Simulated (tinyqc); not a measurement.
Vertical double-diffused power MOSFET, components of the on-resistance: two steps of the calculation.

Stripe cells of pitch Wp + a, two channels a cell. Current flows through the channels, spreads in the accumulation layer, passes the gap between the p bodies and spreads at 45 degrees into the drift layer below them. Low drain voltage, full ionisation.

Values chosen for this exercise; bulk values close to those of silicon:
```
symbol  value                    unit                                             meaning
T         450                       K                                         temperature
eps_r    11.6                                                       relative permittivity
Kc       3870  V/cm per (cm^-3)^(1/8)                             critical-field constant
BV        100                       V          rated breakdown voltage of the drift layer
mud      1230              cm^2/(V s)                             drift mobility at 300 K
bt        2.6                                  temperature exponent of the drift mobility
tox        44                      nm                    gate oxide thickness (eps_r 3.9)
Vov         5                       V                                      gate overdrive
mch       440              cm^2/(V s)                                    channel mobility
mac       300              cm^2/(V s)                         accumulation-layer mobility
Lc        0.8                      um                                      channel length
Wp          8                      um  width of the p body in one cell, channels included
a           2                      um                   gap between neighbouring p bodies
xp        1.1                      um                                 depth of the p body
Nj          2                                     doping of the gap over the drift doping
Vbi     0.564                       V               built-in voltage of the body junction
Rs       0.58               mohm cm^2                    substrate and contact resistance
```

Constants: q = 1.602176634e-19 C, eps0 = 8.8541878128e-14 F/cm where lengths are in cm. Results are converted to the units shown.

Task 1. Drift layer. Triangular field at breakdown with Ec = Kc N^(1/8): BV = eps0 eps_r Ec^2/(2 q N), so N = (eps0 eps_r Kc^2/(2 q BV))^(4/3); W = 2 BV/Ec; mu = mud (T/300 K)^(-bt); rho = 1/(q mu N); ideal resistance rho W.

Find: N; Ec; W; mu; rho; ideal resistance.

Result 1.

N = 3.7588e15 cm^-3
Ec = 0.34245 MV/cm
W = 5.8403 um
mu = 428.62 cm^2/(V s)
rho = 3.8741 ohm cm
ideal resistance = 2.2626 mohm cm^2

Task 2. Components of the on-resistance. Pitch p = Wp + a, Cox = 3.9 eps0/tox; zero-bias depletion in the gap w0 = sqrt(2 eps0 eps_r Vbi/(q N Nj)), open gap g = a - 2 w0; R_ch = Lc p/(2 mch Cox Vov); R_acc = 0.6 a p/(4 mac Cox Vov), 0.6 being an empirical factor for current leaving the layer along its length; R_gap = (rho/Nj) xp p/g; spreading depth t = min(W, (p - g)/2); R_drift = (rho p/2) ln((g + 2 t)/g) + rho (W - t); R_on = the sum with Rs.

N = 3.7588155e15 cm^-3
W = 5.8403336 um
mu = 428.61547 cm^2/(V s)
rho = 3.8740994 ohm cm

Find: w0; g; components; R_on; shares.

Result 2.

w0 = 0.31014 um
g = 1.3797 um
components (mohm cm^2): channel 0.23167, accumulation 0.25484, gap 1.5443, drift 4.4295, substrate 0.58000
R_on = 7.0404 mohm cm^2
shares (%): channel 3.291, accumulation 3.620, gap 21.935, drift 62.916, substrate 8.238

The drift term is the largest. R_on is 3.11 times the ideal drift resistance, and spreading raises the drift term to 1.96 times it.

tinyqc, about 0.01 s, one thread, Intel Xeon 2.30GHz (shared host): `OMP_NUM_THREADS=1 python tinyqc.py 2230042 2230043 out.jsonl`
